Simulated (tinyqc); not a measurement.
Worked calculation: RHF in the sto-6g basis, for H6, spin multiplicity 1. One step of it, computed by the program tinyqc.

Question. Iteration 1: diagonalisation and new density. Diagonalise F' = X^T F X, C = X C', fill 3 alpha and 3 beta electrons from the bottom; D = 2 C_occ C_occ^T. Each column has its largest component positive (the first on a tie).

Fock matrix F (hartree):
```
,1H 1s,2H 1s,3H 1s,4H 1s,5H 1s,6H 1s
1H 1s,-0.238816,-0.460325,-0.045426,0.002853,-0.000838,-0.001918
2H 1s,-0.460325,-0.253539,-0.122248,-0.029263,-0.000625,-0.000838
3H 1s,-0.045426,-0.122248,-0.182817,-0.436642,-0.029263,0.002853
4H 1s,0.002853,-0.029263,-0.436642,-0.182817,-0.122248,-0.045426
5H 1s,-0.000838,-0.000625,-0.029263,-0.122248,-0.253539,-0.460325
6H 1s,-0.001918,-0.000838,0.002853,-0.045426,-0.460325,-0.238816
```

X:
```
,1,2,3,4,5,6
1H 1s,0.464958,-0.696578,-0.537785,-0.348423,0.401603,0.243294
2H 1s,-0.579935,0.720966,0.432260,-0.271292,0.407777,0.296102
3H 1s,0.792083,-0.112059,0.632168,0.420414,0.062816,0.392706
4H 1s,-0.792083,-0.112059,-0.632168,0.420414,-0.062816,0.392706
5H 1s,0.579935,0.720966,-0.432260,-0.271292,-0.407777,0.296102
6H 1s,-0.464958,-0.696578,0.537785,-0.348423,-0.401603,0.243294
```

Give: F' = X^T F X; orbital energies; coefficients C; D after iteration 1.

Answer.

F' = X^T F X (hartree):
```
,1,2,3,4,5,6
1,0.6413,0.0000,0.0454,0.0000,0.0094,0.0000
2,0.0000,0.4487,0.0000,0.0189,0.0000,0.0059
3,0.0454,0.0000,0.3626,0.0000,0.0011,0.0000
4,0.0000,0.0189,0.0000,-0.3951,0.0000,0.0306
5,0.0094,0.0000,0.0011,0.0000,-0.4739,0.0000
6,0.0000,0.0059,0.0000,0.0306,0.0000,-0.4838
```

orbital energies (hartree): MO1 -0.4933, MO2 -0.4740, MO3 -0.3860, MO4 0.3554, MO5 0.4491, MO6 0.6486

coefficients C:
```
,MO1,MO2,MO3,MO4,MO5,MO6
1H 1s,0.3361,0.3981,-0.2436,0.6043,-0.7025,0.3782
2H 1s,0.3634,0.4123,-0.1878,-0.5177,0.7167,-0.5015
3H 1s,0.2497,0.0557,0.5208,-0.5000,-0.0997,0.8819
4H 1s,0.2497,-0.0557,0.5208,0.5000,-0.0997,-0.8819
5H 1s,0.3634,-0.4123,-0.1878,0.5177,0.7167,0.5015
6H 1s,0.3361,-0.3981,-0.2436,-0.6043,-0.7025,-0.3782
```

D after iteration 1:
```
,1H 1s,2H 1s,3H 1s,4H 1s,5H 1s,6H 1s
1H 1s,0.6616,0.6640,-0.0416,-0.1302,0.0075,0.0275
2H 1s,0.6640,0.6746,0.0317,-0.0601,-0.0052,0.0075
3H 1s,-0.0416,0.0317,0.6733,0.6610,-0.0601,-0.1302
4H 1s,-0.1302,-0.0601,0.6610,0.6733,0.0317,-0.0416
5H 1s,0.0075,-0.0052,-0.0601,0.0317,0.6746,0.6640
6H 1s,0.0275,0.0075,-0.1302,-0.0416,0.6640,0.6616
```
